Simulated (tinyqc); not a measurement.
Biaxially strained (001) channel, valley splitting in an inversion layer: effect of the temperature.

A thin layer grown on a relaxed buffer is stretched in the plane. The two valleys with their long axis along the growth direction (D2) sink against the four in-plane ones (D4); confinement in a triangular well splits them too. Only the lowest subband of each set is kept; one relaxation time, so the weakening of intervalley scattering is left out.

e_par = b1 x, e_perp = -2 (c12/c11) e_par, splitting D = Xu (e_par - e_perp), in-plane stress (c11 + c12 - 2 c12^2/c11) e_par. Levels E(m) = 2.33811 (hbar^2 q^2 F^2/(2 m))^(1/3): E2 = E(ml), E4 = E(mt) + D; N2 = 2 mt kB T/(pi hbar^2), N4 = 4 sqrt(mt ml) kB T/(pi hbar^2). EF solves Ns = N2 ln(1 + exp((EF - E2)/Vt)) + N4 ln(1 + exp((EF - E4)/Vt)); f2 is the share in D2, and 1/mc = f2/mt + (1 - f2)(1/mt + 1/ml)/2. The gain is mc(x = 0)/mc.

Values chosen for this exercise; values close to those of silicon on relaxed silicon-germanium: germanium share of the relaxed buffer x = 0.13; lattice mismatch per unit x b1 = 0.0418; elastic constant c11 = 166 GPa; elastic constant c12 = 65.4 GPa; shear deformation potential Xu = 8.91 eV; longitudinal mass ml = 0.939 m0; transverse mass mt = 0.185 m0; confining field F = 0.63 MV/cm; inversion density Ns = 4.4e12 cm^-2.

Constants: q = 1.602176634e-19 C, kB = 1.380649e-23 J/K, hbar = 1.054571817e-34 J s, m0 = 9.1093837015e-31 kg, Vt = kB T/q, hbar^2/(2 m0) = 0.0380998212 eV nm^2. Results are converted to the units shown.

The same in every row: D (meV) = 86.57.

Result of one run:
```
T (K)  f2 without strain      f2  mc (m0)   gain
285               0.8463  0.9940   0.1854  1.063
```

What becomes of these results when the temperature T is changed from 285 to 330 K, all else the same?

Result of the changed run:
```
T (K)  f2 without strain      f2  mc (m0)   gain
330               0.7879  0.9855   0.1861  1.087
```

The whole series:
```
T (K)  f2 without strain      f2  mc (m0)   gain
150               0.9865   1.000   0.1850  1.005
195               0.9538  0.9997   0.1850  1.019
240               0.9041  0.9982   0.1851  1.039
285               0.8463  0.9940   0.1854  1.063
330               0.7879  0.9855   0.1861  1.087
375               0.7329  0.9720   0.1871  1.108
420               0.6830  0.9534   0.1885  1.124
465               0.6385  0.9304   0.1903  1.137
```

As T goes from 150 to 465 K, f2 falls from 1.00 to 0.930 (without strain: it falls from 0.987 to 0.639) and the gain rises from 1.01 to 1.14.

tinyqc, about 0.01 s, one thread, Intel Xeon 2.30GHz (shared host): `OMP_NUM_THREADS=1 python tinyqc.py 2530096 2530097 out.jsonl`
